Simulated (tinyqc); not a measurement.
Ballistic transport through the one-dimensional subbands of a rectangular nanowire or nanosheet channel. Changing the width b. Computed by tinyqc, a small Python program. Command: `OMP_NUM_THREADS=1 python tinyqc.py 3021572 3021573 out.jsonl wire sweep`. One thread of a shared host (Intel(R) Xeon(R) Processor @ 2.30GHz), about 0.07 s of CPU time with the checks.

Hard walls, parabolic subbands, transport along x. Energies are counted from the bulk conduction band edge at the top of the barrier, which the gate pulls down by U; the source Fermi level lies at the bulk edge when U = 0.

Inputs (values chosen for the exercise, modelled on silicon): light mass m_t = 0.19 m_0; heavy mass m_l = 0.92 m_0; height a = 2.9 nm; equivalent oxide thickness t = 1.7 nm; gate voltage above flat band V_G = 0.51 V; drain voltage V_D = 0.01 V; temperature T = 77 K; mean free path for back-scattering lambda = 150 nm; channel length L = 180 nm.

Valleys: silicon [100] wire.

Constants: hbar^2/(2 m_0) = 3.80998212 eV angstrom^2; k_B = 8.617333262e-05 eV/K; m_0 = 9.1093837015e-31 kg; k_B = 1.380649e-23 J/K; hbar = 1.054571817e-34 J s; eps_0 = 8.8541878128e-12 F/m; e = 1.602176634e-19 C; h = 6.62607015e-34 J s.

Method:
- E_pq = (hbar^2 pi^2/2)(p^2/(m_y b^2) + q^2/(m_z a^2)); valley pairs: (m_x, m_y, m_z) = (m_t, m_t, m_l), (m_t, m_l, m_t), (m_l, m_t, m_t), each with degeneracy g = 2; the 10 lowest subbands are kept.
- F_j(eta) = (1/Gamma(j + 1)) int_0^infinity x^j/(1 + exp(x - eta)) dx, F_0 = ln(1 + exp(eta)). Integrals over x = E/(k_B T) use 160 Gauss-Legendre points in u = sqrt(x) from 0 to sqrt(max(eta, 0) + 32).
- With degeneracy g = 2, eta_i = (U - E_i)/(k_B T) and u = e V_D/(k_B T): line density n = sum_i g sqrt(2 m_x k_B T/pi)/(2 hbar) [F_-1/2(eta_i) + F_-1/2(eta_i - u)]; gate: e n = C_ox (V_G - U/e), C_ox = 3.9 eps_0 2 (a + b)/t (flat-plate estimate); I = (2 e k_B T/h) sum_i g [F_0(eta_i) - F_0(eta_i - u)].
- Linear conductance G = (2 e^2/h) sum_i g f(eta_i), g = 2, f = 1/(1 + exp(-eta_i)), with the barrier frozen at the eta_i above; current per perimeter I/(2(a + b)); with scattering, transmission lambda/(lambda + L) and low-bias resistance (1 + L/lambda)/G.

One run for each value; columns: (1) width b (nm); (2) current per perimeter (microampere/micrometre); (3) ballistic current I (microampere); (4) open modes sum g f; (5) mean velocity I/(e n) (1e7 cm/s):
```
(1)      (2)     (3)     (4)      (5)
3.0   153.99  1.8171  2.9172  0.33326
4.1   110.24  1.5434  1.9972  0.17983
5.4    93.34  1.5494  2.0000  0.13984
7.3    78.68  1.6051  2.1350  0.11727
9.7   117.90  2.9711  3.9246  0.16315
13.0  105.15  3.3438  4.5459  0.14281
17.0  116.41  4.6331  6.0614  0.15406
23.0  121.02  6.2687  8.3234  0.15779
```

Over the rows, current per perimeter (microampere/micrometre) lies between 78.7 and 154 without a single trend; ballistic current I (microampere) goes from 1.82 through a minimum among these rows, 1.54 at 4.10, to 6.27; open modes sum g f goes from 2.92 through a minimum among these rows, 2.00 at 4.10, to 8.32.

Extremes, crossings and ranges named in words are read from the listed rows.
